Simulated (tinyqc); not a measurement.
Limits against temperature: thermal and gravitational stress in a wafer during furnace and rapid thermal processing, and the onset of slip. Computed by tinyqc, a small Python program. Command: `OMP_NUM_THREADS=1 python tinyqc.py 3030952 3030953 out.jsonl slip walk`. One thread of a shared host (Intel(R) Xeon(R) Processor @ 2.30GHz), about 0.01 s of CPU time with the checks.

A thin free disc in plane stress, isotropic; T(r) = T_centre + dT (r/R)^n with n = 2. Stress is positive in tension; sigma_SB = 5.670374419e-8 W/(m^2 K^4), g = 9.80665 m/s^2.

Inputs (values chosen for the exercise, modelled on silicon): wafer radius R = 150 mm; thickness t = 775 micrometre; Young's modulus E = 146 GPa; expansion alpha = 4.21 1e-6/K; prefactor A of the critical stress = 0.00016 MPa; energy U of the critical stress = 1.11 eV; density rho = 2330 kg/m^3; heat capacity c = 980 J/(kg K); conductivity k = 26.3 W/(m K); wafer spacing s = 10 mm.

Constants: k_B = 8.617333262e-05 eV/K.

Method. Critical resolved stress tau_c = A exp(U/(k_B T)), a form chosen for the exercise; slip when 0.492799 |s_tt(R)| > tau_c; allowed |dT| = tau_c (n + 2)/(0.492799 n alpha E). In a stack heated from the rim, heat flows inward by conduction and by radiation between wafers: k_eff = k + (16/3) sigma_SB T^3 s^2/t (a diffusion estimate with the spacing as path length). A steady ramp gives the parabolic lag dT = rho c (ramp) R^2/(4 k_eff); the allowed ramp uses n = 2.

For the parabolic profile:
```
T (K)  tau_c (MPa)  allowed |dT| (K)  k_eff (W/(m K))  allowed ramp (K/min)
1050        34.032            224.70            71.47                75.024
1125        15.021             99.18            81.86                37.927
1200         7.344             48.49            93.73                21.231
1275         3.906             25.79           107.18                12.911
1350         2.228             14.71           122.31                 8.406
1425         1.348              8.90           139.22                 5.790
1500         0.858              5.67           158.00                 4.182
```

What follows from these numbers?

From 1050 to 1500 K the allowed difference falls 40 times and the allowed ramp 18 times; radiation, which grows as T^3, gives back a factor 2.21. Ramps must slow as the wafer gets hotter.
